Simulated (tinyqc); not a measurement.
Inside a calculation. Method: sp3 tight binding, zinc-blende lattice. One step of it, computed by the program tinyqc.

Problem. Bloch Hamiltonian at G. Slater-Koster rules over the four bonds with direction cosines (l, m, n): ss V_ss; s-px l V_sp; px-s -l V_sp; px-px l^2 V_pps + (1 - l^2) V_ppp; px-py l m (V_pps - V_ppp); each times exp(i k.d).

Parameters chosen for this model: zinc-blende lattice, anion at 0, cation at a/4 (1,1,1); V = eta hbar^2 / (m d^2), hbar^2/m = 7.619964 eV angstrom^2:
```
parameter,value,unit
a,4.000000,angstrom
d,1.732051,angstrom
Es anion,-12.190000,eV
Ep anion,-6.300000,eV
Es cation,-12.190000,eV
Ep cation,-6.300000,eV
eta ss,-1.400000,
eta sp,1.840000,
eta pp sigma,3.240000,
eta pp pi,-0.810000,
V ss,-3.555983,eV
V sp,4.673578,eV
V pp sigma,8.229561,eV
V pp pi,-2.057390,eV
```

k point G (2 pi / a): 0  0  0

Give: H(k) at G.

Solution.

H(k) at G (eV), lower triangle:
```
,a s,a px,a py,a pz,c s,c px,c py,c pz
a s,-12.1900
a px,0.0000,-6.3000
a py,0.0000,0.0000,-6.3000
a pz,0.0000,0.0000,0.0000,-6.3000
c s,-14.2239,0.0000,0.0000,0.0000,-12.1900
c px,0.0000,5.4864,0.0000,0.0000,0.0000,-6.3000
c py,0.0000,0.0000,5.4864,0.0000,0.0000,0.0000,-6.3000
c pz,0.0000,0.0000,0.0000,5.4864,0.0000,0.0000,0.0000,-6.3000
```
